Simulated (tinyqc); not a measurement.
Abrupt p-n junction, non-linear Poisson equation by Newton steps: starts and damping rules compared.

One dimension, p side on the left, n side on the right; net doping C = -Na for x < 0 and +Nd for x > 0. The potential psi is counted from the intrinsic level, and the quasi-Fermi potentials are flat: 0 for holes and -V for electrons, so n = ni exp((psi + V)/Vt) and p = ni exp(-psi/Vt) (Boltzmann statistics, full ionisation, no current).

a_i = eps0 eps_r/h_i for the interval from node i to i + 1, with h_i = x_(i+1) - x_i in cm.

n_i = ni exp((psi_i + V)/Vt), p_i = ni exp(-psi_i/Vt), rho_i = p_i - n_i + C_i, g_i = (n_i + p_i)/Vt. Box widths w_i = (h_(i-1) + h_i)/2 in cm. Residual F_i = a_i (psi_(i+1) - psi_i) - a_(i-1) (psi_i - psi_(i-1)) + q rho_i w_i; Jacobian: a_(i-1) and a_i beside the diagonal, b_i = -a_(i-1) - a_i - q g_i w_i on it. The two end nodes are fixed.

Iterations until the largest undamped |d| is below 1e-9 V (the last, tiny step is counted), with a cap of 100; "overflow" would mean that an exponential left the range of double precision. Starts:
- neutral: psi_p = -Vt ln(Na/ni) on nodes with x < 0 and psi_n = Vt ln(Nd/ni) - V on the others.
- depletion: The parabolas of an abrupt Na-Nd junction in the depletion approximation: psi_p + q Na (x + xp)^2/(2 eps0 eps_r) for -xp < x < 0, psi_n - q Nd (xn - x)^2/(2 eps0 eps_r) for 0 < x < xn, flat outside, with W = sqrt(2 eps0 eps_r (psi_n - psi_p)(1/Na + 1/Nd)/q), xp = W Nd/(Na + Nd), xn = W Na/(Na + Nd), psi_p = -Vt ln(Na/ni), psi_n = Vt ln(Nd/ni) - V.
- linear: A straight line in x from psi_p = -Vt ln(Na/ni) at the first node to psi_n = Vt ln(Nd/ni) - V at the last.

Rules for the step d, which solves the tridiagonal system a_(i-1) d_(i-1) + b_i d_i + a_i d_(i+1) = -F_i:
- full Newton steps: the full step is added.
- logarithmic damping: each component d is damped to sign(d) Vt ln(1 + |d|/Vt) before it is added.
- steps capped at 4 Vt: if the largest |d| exceeds 4 Vt, the whole step is scaled down so that it equals 4 Vt.
- halved steps: half of the step is added while the largest |d| exceeds 1.5 Vt, the full step after that.

Parameters, values chosen for the exercise; band and dielectric values close to those of gallium nitride: temperature T = 300 K; band gap Eg = 3.43 eV; relative permittivity eps_r = 9.62; conduction-band density of states at T Nc = 2.27e18 cm^-3; valence-band density of states at T Nv = 4.59e19 cm^-3; acceptor density of the p side Na = 9.8e17 cm^-3; donor density of the n side Nd = 6.9e15 cm^-3; bias of the p side against the n side V = 0.4 V.

Constants: q = 1.602176634e-19 C, kB = 1.380649e-23 J/K, Vt = kB T/q, eps0 = 8.8541878128e-14 F/cm where lengths are in cm. Results are converted to the units shown.

```
node  x (nm)  net doping C (cm^-3)
0      -33.1               -9.8e17
1      -24.9               -9.8e17
2      -17.8               -9.8e17
3      -11.7               -9.8e17
4      -6.48               -9.8e17
5      -1.95               -9.8e17
6       1.95                6.9e15
7       17.4                6.9e15
8       78.9                6.9e15
9        323                6.9e15
10      1290                6.9e15
```

ni = 1.57829e-10 cm^-3

Iterations needed:
```
           full Newton steps  logarithmic damping  steps capped at 4 Vt  halved steps
neutral                    9                   35                    31            12
depletion                  8                   14                    10             8
linear                     8                   27                    24            10
```

What does the comparison show?

The fewest iterations, 8, are needed by full Newton steps from the depletion start and halved steps from the depletion start and full Newton steps from the linear start. Every pairing converges. Lowest count for the worst start: full Newton steps, at most 9 iterations.

Program tinyqc, `OMP_NUM_THREADS=1 python tinyqc.py 2000120 2000121 out.jsonl`; Intel Xeon 2.30GHz, shared host, one thread, about 0.03 s.
